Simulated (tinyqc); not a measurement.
# Heisenberg spin cluster by exact diagonalisation: multiplets, susceptibility, level crossings, step by step

A worked calculation. Computed by tinyqc, a small Python program that keeps every step. Command: `OMP_NUM_THREADS=1 python tinyqc.py 3019286 3019287 out.jsonl spincl walk`. One thread of a shared host (Intel(R) Xeon(R) Processor @ 2.30GHz), about 0.01 s of CPU time with the checks. Intermediate numbers are printed to about 6 digits and carried at full precision; extremes and crossings named in words are read from the listed rows.

H = J1 sum S_i.S_j over the bonds 1-2, 2-3, 3-4, 4-1 + J2 sum over 1-3, 2-4 - g mu_B B S_z; J > 0 is antiferromagnetic.

Inputs (values chosen for the exercise, for a model cluster):
```
quantity       value  unit
exchange J1     7.52   meV
exchange J2     -2.7   meV
g factor         2.2     -
temperature T     24     K
field B          1.6     T
```

Cluster: square with diagonals J2. Spin s of each site: 0.5.

Constants: k_B = 8.617333262e-05 eV/K; mu_B = 5.7883818060e-05 eV/T.

## The block with S_z = 0

Basis: products of m values. S_i.S_j = m_i m_j on the diagonal and (1/2) sqrt[s(s+1) - m_i(m_i+1)] sqrt[s(s+1) - m_j(m_j-1)], s the spin of a site, between states that differ by one flip up and one down.

H at B = 0 (meV):
```
                     +0.5 +0.5 -0.5 -0.5  +0.5 -0.5 +0.5 -0.5  +0.5 -0.5 -0.5 +0.5  -0.5 +0.5 +0.5 -0.5  -0.5 +0.5 -0.5 +0.5  -0.5 -0.5 +0.5 +0.5
+0.5 +0.5 -0.5 -0.5                 1.35                 3.76                -1.35                -1.35                 3.76                 0.00
+0.5 -0.5 +0.5 -0.5                 3.76                -8.87                 3.76                 3.76                 0.00                 3.76
+0.5 -0.5 -0.5 +0.5                -1.35                 3.76                 1.35                 0.00                 3.76                -1.35
-0.5 +0.5 +0.5 -0.5                -1.35                 3.76                 0.00                 1.35                 3.76                -1.35
-0.5 +0.5 -0.5 +0.5                 3.76                 0.00                 3.76                 3.76                -8.87                 3.76
-0.5 -0.5 +0.5 +0.5                 0.00                 3.76                -1.35                -1.35                 3.76                 1.35
```

## Multiplets

Every multiplet has one member in the block S_z = 0; diagonalise it and read the total spin from <S^2> = S (S + 1).

Levels at B = 0:
```
E (meV)  total S  number of multiplets
-16.39         0                     1
-8.87          1                     1
1.35           1                     2
4.05           0                     1
6.17           2                     1
```

ground energy = -16.39 meV

gap to the next level = 7.52 meV

The ground state has S = 0; the next level has S = 1. The highest spin, S = 2, lies at 6.17 meV, s^2 times the sum of all J, s the spin of a site.

## Thermal averages at zero field

Z = sum k (2S + 1) exp(-E/(k_B T)) over the table, k the number of multiplets; <S^2> likewise with the factor S (S + 1); chi T = N_A g^2 mu_B^2 <S^2>/(3 k_B) = 0.125049 g^2 <S^2> cm^3 K/mol (cgs, per mole of clusters); C = (<E^2> - <E>^2)/(k_B T)^2; entropy = ln Z + <E>/(k_B T).

<S^2> = 0.148973

chi T = 0.0901637 cm^3 K/mol

heat capacity = 0.982794 k_B

entropy = 0.353746 k_B

Free spins would give <S^2> = 3 and the entropy 2.773 k_B; chi T is 5 % of the free value.

## Magnetisation in the field

Each multiplet splits as E - g mu_B B m; <S_z> is the Boltzmann mean. The first level crossing is at the smallest (E_S - E_0)/(g mu_B (S - S_0)) over higher spins (0 if the ground state has the highest spin).

<S_z> = 0.00489896

first crossing field = 59.0525 T

Linear response would give g mu_B B <S^2>/(3 k_B T) = 0.00489.

## Susceptibility against the Curie-Weiss form

High-temperature form: chi T = C0/(1 - theta/T), C0 = 0.125049 g^2 n s (s + 1), k_B theta = -(2/3) s (s + 1) (sum of J over bonds)/n, n = 4; a dash where T <= 1.05 theta.

theta = -35.7999 K

Against temperature:
```
T (K)   chi T (cm^3 K/mol)  Curie-Weiss  chi (cm^3/mol)      C (k_B)
8.7            1.59882e-04      0.35498     1.83772e-05  1.32875e-02
17.0           2.10849e-02      0.58460     1.24029e-03  4.55187e-01
31.0           1.94199e-01      0.84262     6.26448e-03  1.34580e+00
52.0           5.44247e-01      1.07537     1.04663e-02  1.69709e+00
87.0           9.77714e-01      1.28638     1.12381e-02  1.07311e+00
140.0          1.29805e+00      1.44596     9.27178e-03  4.45209e-01
220.0          1.49532e+00      1.56160     6.79693e-03  1.68461e-01
350.0          1.61954e+00      1.64722     4.62725e-03  6.10844e-02
700.0          1.72015e+00      1.72737     2.45735e-03  1.38860e-02
1400.0         1.76860e+00      1.77044     1.26328e-03  3.28802e-03
```

The Curie-Weiss form is within 3 % in the last 3 rows. chi passes a maximum, at 87 K among these rows, the mark of a singlet ground state; among these rows C is largest at 52 K, and the gap is 87.3 K.

Checks made by the program: the trace of H and the count of states (relative difference below 1e-10).
